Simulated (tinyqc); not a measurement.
# Inversion-layer mobility, back-scattering and ballistic limit of a field-effect transistor, step by step

A worked calculation. Computed by tinyqc, a small Python program that keeps every step. Command: `OMP_NUM_THREADS=1 python tinyqc.py 3002708 3002709 out.jsonl mos walk`. One thread of a shared host (Intel(R) Xeon(R) Processor @ 2.30GHz), about 0.01 s of CPU time with the checks. Intermediate numbers are printed to about 6 digits and carried at full precision; extremes and crossings named in words are read from the listed rows.

The charge at the top of the source barrier is fixed by the gate; series resistance and short-channel effects are left out. F_j are Fermi integrals normalised to exp(eta) in the classical limit.

Inputs (values chosen for the exercise, modelled on an InGaAs n-channel):
```
quantity                                       value        unit
transport mass m                               0.047         m_0
valley degeneracy g_v                              1           -
weight w of the inversion charge                 0.5           -
permittivity eps                                13.9           -
phonon mobility at 1 MV/cm and 300 K, mu_ph     3100  cm^2/(V s)
roughness mobility at 1 MV/cm, mu_sr            2000  cm^2/(V s)
Coulomb mobility at N_inv = 1e12/cm^2, mu_C     2200  cm^2/(V s)
electrical oxide thickness t_inv                 5.8          nm
depletion charge N_dep                       1.9e+12      1/cm^2
gate overdrive V_G - V_T                        0.76           V
drain voltage V_D                               0.67           V
channel length L                                 680          nm
exponent a of the critical length               0.58           -
temperature T                                    200           K
```

Statistics at the top of the barrier: Fermi-Dirac.

Constants: eps_0 = 8.8541878128e-12 F/m; e = 1.602176634e-19 C; m_0 = 9.1093837015e-31 kg; k_B = 1.380649e-23 J/K; hbar = 1.054571817e-34 J s; k_B = 8.617333262e-05 eV/K.

## Charge and field

N_inv = 3.9 eps_0 (V_G - V_T)/(e t_inv); effective field E_eff = e (N_dep + w N_inv)/(eps eps_0).

inversion density N_inv = 2.82416e+12 1/cm^2

effective field E_eff = 0.431169 MV/cm

## Effective mobility

mu_phonon = mu_ph (E_eff/1 MV/cm)^(-0.3) (T/300 K)^(-1.75); mu_rough = mu_sr (E_eff/1 MV/cm)^(-2); mu_Coulomb = mu_C (N_inv/1e12 cm^-2) (T/300 K); Matthiessen's rule adds 1/mu.

phonon part = 8111.99 cm^2/(V s)

roughness part = 10758.1 cm^2/(V s)

Coulomb part = 4142.09 cm^2/(V s)

effective mobility mu = 2185.07 cm^2/(V s)

The Coulomb part is the lowest and holds 53 % of 1/mu.

## Ballistic limit

F_j(eta) = (1/Gamma(j + 1)) int_0^infinity x^j/(1 + exp(x - eta)) dx, F_0 = ln(1 + exp(eta)). Integrals over x = E/(k_B T) use 160 Gauss-Legendre points in u = sqrt(x) from 0 to sqrt(max(eta, 0) + 32). Ballistic channel: N_2D = g_v m k_B T/(pi hbar^2), U = e V_D/(k_B T); eta_F solves N_inv = (N_2D/2)[F_0(eta_F) + F_0(eta_F - U)]; v_T = sqrt(2 k_B T/(pi m)); I/W = e (N_2D/2) v_T [F_1/2(eta_F) - F_1/2(eta_F - U)]; injection velocity v_T F_1/2(eta_F)/F_0(eta_F).

N_2D = 3.38375e+11 1/cm^2

eta_F = 16.6925

thermal velocity v_T = 2.02630 1e7 cm/s

injection velocity = 6.25536 1e7 cm/s

ballistic current I/W = 2830.42 microampere/micrometre

Degeneracy raises the injection velocity by a factor 3.09. Caution: the Fermi level lies so high that further subbands and non-parabolicity matter.

## Back-scattering

Mean free path lambda = (2 k_B T/e)(mu/v_T) F_0(eta_0)/F_-1/2(eta_0), with eta_0 from N_inv = N_2D F_0(eta_0); critical length l = L (1 + U)^(-a), an empirical rule; back-scattering r = l/(l + lambda). Then eta solves N_inv = (N_2D/2)[(1 + r) F_0(eta) + (1 - r) F_0(eta - U)] and I/W = e (N_2D/2) v_T (1 - r)[F_1/2(eta) - F_1/2(eta - U)]. Ballistic ratio: I over the ballistic current. Apparent mobility 1/(1/mu + 1/mu_B), mu_B = mu L/lambda.

eta_0 = 8.34600

mean free path lambda = 95.7811 nm

critical length l = 80.1866 nm

back-scattering coefficient r = 0.455689

current I/W = 881.565 microampere/micrometre

ballistic ratio = 0.311461

apparent low-field mobility = 1915.29 cm^2/(V s)

L/lambda = 7.10, but at this drain voltage only the first 80.2 nm can return a carrier to the source, so the device works at 31 % of its ballistic limit. Caution: the current exceeds the long-channel drift law, so the empirical rule for l, meant for short channels, is too generous here. Caution: in a degenerate gas the layer that can return carriers is set by E_F rather than k_B T, so l is underestimated.

## Channel length

The last column is the long-channel law e N_inv mu V/L with V = V_D - V_D^2/(2 V_ov) below pinch-off and V_ov/2 above, V_ov = V_G - V_T.

Currents (microampere/micrometre):
```
L (nm)         r      I/W  ballistic ratio  long-channel law
5       0.006118  2787.64         0.984884           74087.4
10      0.012162  2746.05         0.970193           37043.7
20      0.024031  2666.31         0.942019           18521.8
40      0.046935  2519.30         0.890078            9260.9
80      0.089661  2267.14         0.800989            4630.5
160     0.164568  1884.53         0.665811            2315.2
400     0.329966  1240.71         0.438348             926.1
1000    0.551802   660.37         0.233310             370.4
```

The current scales as L^-0.69 at the long end and as L^-0.02 at the short end, where it reaches 98 % of the ballistic 2830. The long-channel law passes the ballistic limit between 80.0 and 160 nm and has no meaning below. At 1000 nm the model gives 1.78 times the long-channel law; the rule for l is a fit for short devices and fails wherever the model exceeds that law. Raising mu by 10 % at 20 nm raises I by 0.5 %.

## The mobility curve

The formulas are those given above.

Mobilities (cm^2/(V s)):
```
V_G - V_T (V)  N_inv (1/cm^2)  E_eff (MV/cm)   phonon  roughness  Coulomb    total
0.03              1.11480e+11       0.254600  9500.88    30854.2   163.50   159.90
0.06              2.22960e+11       0.261856  9421.12    29167.9   327.01   312.65
0.12              4.45919e+11       0.276369  9269.90    26185.0   654.01   596.99
0.20              7.43199e+11       0.295719  9083.60    22870.3  1090.02   933.51
0.35              1.30060e+12       0.332000  8773.64    18144.9  1907.54  1442.33
0.50              1.85800e+12       0.368281  8504.87    14745.9  2725.06  1810.42
0.75              2.78700e+12       0.428750  8125.69    10879.8  4087.59  2175.70
1.00              3.71599e+12       0.489219  7810.35     8356.5  5450.12  2319.19
1.50              5.57399e+12       0.610157  7309.52     5372.1  8175.19  2245.80
```

The lowest part is Coulomb from 0.0300 to 1.00, roughness at 1.50 V. The total peaks at 2319 near E_eff = 0.49 MV/cm: screening lifts it at low density and the field presses it down at high density.

Checks made by the program: long channel and small V_D against the drift formula e N mu V_D/L (relative difference 3e-04).
